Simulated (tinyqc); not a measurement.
# Elastic trap-assisted tunnelling through a dielectric: two studies

Emitter at x = 0 (Fermi level 0), collector at x = t (Fermi level -V), band edge U(x) = phi - F x, F = V/t. A trap at x has the energy E = U(x) - Et. With G(u) = (4/(3 F)) sqrt(mo/C) max(u, 0)^1.5, C = hbar^2/(2 m0): S1 = G(phi - E) - G(Et), S2 = G(Et) - G(phi - V - E), T1,2 = exp(-S1,2). The steady rate through one trap is nu T1 T2 (f1 - f2)/(T1 + T2), f1 = f(E), f2 = f(E + V), f(y) = 1/(1 + exp(y/Vt)); both contacts offer states at E.

Inputs (values chosen for the exercise); dielectric values close to those of aluminium oxide:

| symbol | value | unit | meaning |
|---|---|---|---|
| T | 350 | K | temperature |
| phi | 2.6 | eV | barrier above the emitter Fermi level |
| mo | 0.4 | m0 | tunnelling mass |
| t | 4.2 | nm | thickness |
| Et | 2.38 | eV | trap depth below the band edge of the dielectric |
| Nt | 2.4e17 | cm^-3 | trap density |
| nu | 1e13 | 1/s | attempt frequency |
| V | 1.79 | V | voltage |

Constants: q = 1.602176634e-19 C, kB = 1.380649e-23 J/K, hbar = 1.054571817e-34 J s, m0 = 9.1093837015e-31 kg, Vt = kB T/q, hbar^2/(2 m0) = 0.0380998212 eV nm^2. Results are converted to the units shown.

Each table varies one quantity; the others keep the values above.

## Current against voltage

J = q Nt times the integral of the rate over x. Direct S = (4/(3 F)) sqrt(mo/C) [phi^1.5 - max(phi - V, 0)^1.5].

Current against voltage:
```
V (V)  J (A/cm^2)  x of the peak over t  larger S there  direct S
0.3       4.03e-7                 0.497            21.2      42.6
0.78      5.09e-6                 0.477            21.0      40.4
1.26      6.21e-6                 0.463            20.9      38.0
1.74      8.31e-6                 0.448            20.7      35.4
2.22      1.27e-5                 0.431            20.4      32.4
2.7       2.38e-5                 0.412            19.9      28.2
3.18      7.87e-5                 0.388            19.3      23.9
3.66      6.50e-4                 0.160            18.2      20.8
4.14      0.00471                 0.135            16.1      18.4
4.62       0.0225                 0.116            14.4      16.5
```

J rises from 4.03e-7 to 0.0225 A/cm^2, by 2.29 decades a volt between the first two rows and 1.41 between the last two. The position of the peak falls from 0.497 to 0.116 of t; only traps beyond x/t = (phi - Et)/V lie below the emitter Fermi level, with phi - Et = 0.220 eV. It jumps from 0.388 to 0.160 between V = 3.18 and 3.66 V. For V = 4.62 the field exceeds 10 MV/cm.

## Effect of the thickness at fixed voltage

Same model as above.

Effect of the thickness at fixed voltage:
```
t (nm)  J (A/cm^2)  x of the peak over t  larger S there  direct S
2.5         0.0345                 0.443            12.4      20.9
3.4        4.27e-4                 0.445            16.7      28.4
4.4        3.25e-6                 0.446            21.6      36.8
5.3        4.04e-8                 0.447            26.0      44.3
6.2       5.02e-10                 0.448            30.4      51.8
7.1       6.24e-12                 0.448            34.8      59.3
8.1       4.76e-14                 0.449            39.6      67.7
9         5.92e-16                 0.449            44.0      75.2
```

What does the comparison show?

J falls from 0.0345 to 5.92e-16 A/cm^2, on average 2.12 decades a nanometre, against 3.63 for the direct exponent: trap-assisted leakage falls more slowly, so it gains on direct tunnelling as the layer thickens.

Range of the model: Phonon-assisted (inelastic) capture, chains of traps and a spread of trap depths are left out.

tinyqc, about 0.05 s, one thread, Intel Xeon 2.30GHz (shared host): `OMP_NUM_THREADS=1 python tinyqc.py 2370142 2370143 out.jsonl`
